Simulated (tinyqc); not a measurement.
MOS inversion layer, Poisson-Schroedinger loop: effect of the temperature.

Electrons confined at an insulator interface at z = 0, treated as a hard wall; parabolic valleys, Hartree approximation, no image or exchange terms. The depletion charge lies far deeper than the electrons and gives a uniform field q Nd/(eps0 eps_r); the gate balances all charge. Energies are counted from the band edge at the interface.

Schroedinger equation -(C/mz) psi'' + (V0 + U) psi = E psi, C = hbar^2/(2 m0), psi(0) = 0, on a uniform mesh of 800 nodes with a far wall at 62 nm, 8 levels a set; V0 = q Nd z/(eps0 eps_r); dU/dz = q (Ns - integral of n from 0 to z)/(eps0 eps_r), U(0) = 0; N_k = g md m0 q Vt/(pi hbar^2) ln(1 + exp((EF - E_k)/Vt)), g the number of valleys of the set, sum N_k = Ns. Triangular well: E_k = a_k (C F^2/mz)^(1/3), a_1 = 2.338107, a_2 = 4.087949, C = hbar^2/(2 m0), F in eV/nm. Fang-Howard (all electrons in the lowest level of set A): b^3 = 6 (mz1/C) q (Nd + 11 Ns/32)/(eps0 eps_r), centroid 3/b, level C b^2/(4 mz1) + (3/b) q (Nd + 11 Ns/16)/(eps0 eps_r). The centroid adds 3.9 z_av/eps_r to an oxide-equivalent thickness. Shares under 0.0001 % are printed as 0.

Parameters, values chosen for the exercise; masses and permittivity close to those of germanium (100): relative permittivity eps_r = 15.9; mass along z of valley set A (4 valley(s)) mz1 = 0.118 m0; in-plane density-of-states mass of set A md1 = 0.297 m0; sheet density of electrons Ns = 3.6e11 cm^-2; sheet density of depletion charge Nd = 5.3e11 cm^-2.

Constants: q = 1.602176634e-19 C, kB = 1.380649e-23 J/K, hbar = 1.054571817e-34 J s, m0 = 9.1093837015e-31 kg, Vt = kB T/q, eps0 = 8.8541878128e-14 F/cm where lengths are in cm, hbar^2/(2 m0) = 0.0380998212 eV nm^2. Results are converted to the units shown.

The same in every row: Fang-Howard centroid (nm) = 5.80.

Results:

| T (K) | A1 (meV) | A2 (meV) | EF (meV) | share of A1 (%) | share of A2 (%) | centroid z_av (nm) | added oxide equivalent (nm) |
|---|---|---|---|---|---|---|---|
| 20 | 70.1 | 113 | 69.0 | 100 | 0 | 5.45 | 1.34 |
| 50 | 70.1 | 113 | 62.8 | 100 | 0.00553 | 5.45 | 1.34 |
| 77 | 70.1 | 113 | 55.8 | 99.8 | 0.171 | 5.46 | 1.34 |
| 120 | 70.2 | 113 | 42.9 | 98.3 | 1.63 | 5.53 | 1.36 |
| 300 | 70.7 | 115 | -27.3 | 79.7 | 14.5 | 6.61 | 1.62 |
| 400 | 71.0 | 116 | -74.5 | 69.2 | 18.7 | 7.46 | 1.83 |
| 500 | 71.3 | 118 | -126 | 60.5 | 20.8 | 8.31 | 2.04 |

Estimate the missing row, T = 200 K.

Computed row:

| T (K) | A1 (meV) | A2 (meV) | EF (meV) | share of A1 (%) | share of A2 (%) | centroid z_av (nm) | added oxide equivalent (nm) |
|---|---|---|---|---|---|---|---|
| 200 | 70.4 | 114 | 14.5 | 91.2 | 7.52 | 5.88 | 1.44 |

With this row back in the table: As T goes from 20 to 500, A1 rises from 70.1 to 71.3 meV, the share of A1 falls from 100 to 60.5 % and the centroid rises from 5.45 to 8.31 nm. The Fang-Howard centroid is 6.4 % above the full one in the first row, where A1 holds 100 %, and 30 % below it in the last, where A1 holds 60.5 %. For T = 500 the eighth level of a set still holds over 0.4 % of the electrons, so more levels and a farther wall would raise the centroid.

Program tinyqc, `OMP_NUM_THREADS=1 python tinyqc.py 2160131 2160132 out.jsonl`; Intel Xeon 2.30GHz, shared host, one thread, about 0.5 s.
